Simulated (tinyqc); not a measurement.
Slater-Koster d bands of an fcc metal: sweeps and comparisons. A value that a table varies takes the place of the one given here.

Slater-Koster d bands. For a bond with direction cosines (l, m, n) the 5 x 5 block is dds Ps + ddp Pp + ddd (1 - Ps - Pp), the projectors on sigma, pi and delta states about the bond; for instance <xy|xy> = 3 l^2 m^2 dds + (l^2 + m^2 - 4 l^2 m^2) ddp + (n^2 + l^2 m^2) ddd, <xy|yz> = 3 l m^2 n dds + l n (1 - 4 m^2) ddp + l n (m^2 - 1) ddd and <3z2-r2|3z2-r2> = (n^2 - (l^2 + m^2)/2)^2 dds + 3 n^2 (l^2 + m^2) ddp + (3/4)(l^2 + m^2)^2 ddd. H(k) sums the blocks times cos(k.R) over the neighbours; the d level is the zero of energy; k in 2 pi/a.

Neighbours: twelve at (a/2)(1,1,0) and equivalents.

Mesh: k = f1 b1 + f2 b2 + f3 b3 with fractions (j + 1/2)/N, j = 0 to N - 1, and b = (-1,1,1), (1,-1,1), (1,1,-1) for fcc, (0,1,1), (1,0,1), (1,1,0) for bcc, unit vectors for simple cubic. The lowest Nd/10 of all levels are filled with two electrons each; the bond energy is their sum per atom.

Inputs chosen for the exercise (of the size met in Co; not measured data): dds = -0.494 eV (dd sigma); ddp = 0.207 eV (dd pi); ddd = -0.035 eV (dd delta); N = 8 (mesh); f2 = 0.487 (factor for second neighbours in bcc).

## Band filling: full bands against the rectangular model

W = sqrt(12 mu2) with mu2 the mean square level on the mesh; rectangular model: Fermi level W (Nd/10 - 1/2), bond energy -W Nd (10 - Nd)/20. The Fermi level of the mesh is the highest filled level.

Per atom (eV):

| Nd | EF, bands | bond energy, bands | EF, rectangle | bond energy, rectangle |
|---|---|---|---|---|
| 1 | -1.093 | -1.434 | -1.237 | -1.392 |
| 2 | -0.904 | -2.419 | -0.928 | -2.474 |
| 3 | -0.651 | -3.175 | -0.619 | -3.248 |
| 4 | -0.436 | -3.734 | -0.309 | -3.712 |
| 5 | 0.032 | -3.938 | 0.000 | -3.866 |
| 6 | 0.418 | -3.747 | 0.309 | -3.712 |
| 7 | 0.661 | -3.197 | 0.619 | -3.248 |
| 8 | 0.960 | -2.394 | 0.928 | -2.474 |
| 9 | 1.186 | -1.321 | 1.237 | -1.392 |

W = 3.093 eV
full width on the mesh = 3.607 eV

The bond energy is deepest at Nd = 5 (-3.938 eV); the rectangle has its minimum at 5. The two differ most at Nd = 8, by 0.081 eV or 2 % of the deepest value: the second moment fixes the parabola, and higher moments the rest. At Nd = 3 and 7 the bands give -3.175 and -3.197 eV, a skew towards more than half filling.

## Which lattice a d-band metal prefers

fcc has twelve neighbours, bcc eight and six (the six times f2), simple cubic six. The integrals of bcc and sc are scaled so that all three have the second moment of fcc, which stands for equal repulsion (structural energy difference theorem). s and p electrons are left out.

Bond energy per atom:

| Nd | fcc (eV) | bcc - fcc (meV) | sc - fcc (meV) |
|---|---|---|---|
| 1 | -1.434 | 60 | -151 |
| 2 | -2.419 | -19 | -76 |
| 3 | -3.175 | -141 | 32 |
| 4 | -3.734 | -155 | 278 |
| 5 | -3.938 | 36 | 412 |
| 6 | -3.747 | 200 | 291 |
| 7 | -3.197 | 164 | 55 |
| 8 | -2.394 | 28 | -102 |
| 9 | -1.321 | -101 | -265 |

scale factors: bcc 1.1285, sc 1.4142

mu3/mu2^1.5: fcc -0.077, bcc -0.070, sc 0.000

mu4/mu2^2: fcc 1.823, bcc 1.789, sc 2.747

largest change of a difference when N is raised to 14 = 25 meV

fcc is lowest for Nd = 5, 6 and 7. bcc is lowest for Nd = 3 and 4. sc is lowest for Nd = 1, 2, 8 and 9. bcc gains most on fcc at Nd = 4 (-155 meV). A small fourth moment marks a two-peaked band, which tends to favour fillings near one half; bcc has -2 % against fcc, and at Nd = 5 it lies +36 meV from fcc, which the fourth moment alone does not explain (differences of a few tens of meV are within the error of the mesh; hcp is left out, and this d-only model can miss the lattice of the real metal). The third moments, from three-membered rings, skew the bands. That simple cubic wins anywhere comes from keeping d bands and equal second moments alone; no transition metal takes it. Differences below about 25 meV are within the error of this mesh, and the s and p electrons left out weigh most where the d band is nearly empty or full.

## What each integral does

Levels at Gamma, E(t2g) = 3 dds + 4 ddp + 5 ddd, E(eg) = 1.5 dds + 6 ddp + 4.5 ddd, and W = sqrt(12 mu2), the width of a rectangular band with the same second moment mu2 = z (dds^2 + 2 ddp^2 + 2 ddd^2)/5, z = 12. Each row changes one parameter from the base and keeps the others.

Results:

| case | t2g (eV) | eg (eV) | W (eV) |
|---|---|---|---|
| base | -0.8290 | 0.3435 | 3.0930 |
| dds = -0.4199 eV | -0.6067 | 0.4546 | 2.7598 |
| ddp = 0.238 eV | -0.7050 | 0.5295 | 3.2189 |
| ddd = -0.0298 eV | -0.8030 | 0.3669 | 3.0899 |

The largest shifts from the base row, up to three for each result and ties (the steps differ in size, so this ranks the rows, not the parameters). t2g (eV): dds +0.2223, ddp +0.1240, ddd +0.0260. eg (eV): ddp +0.1860, dds +0.1111, ddd +0.0234. W (eV): dds -0.3332, ddp +0.1259, ddd -0.0031. The ratio of the shifts of t2g and eg names the integral: 3 : 1.5 for dds, 4 : 6 for ddp, 5 : 4.5 for ddd.

Program tinyqc; command `OMP_NUM_THREADS=1 python tinyqc.py 1452712 1452713 out.jsonl`; about 0.05 s on one thread of a shared Intel(R) Xeon(R) Processor @ 2.30GHz.
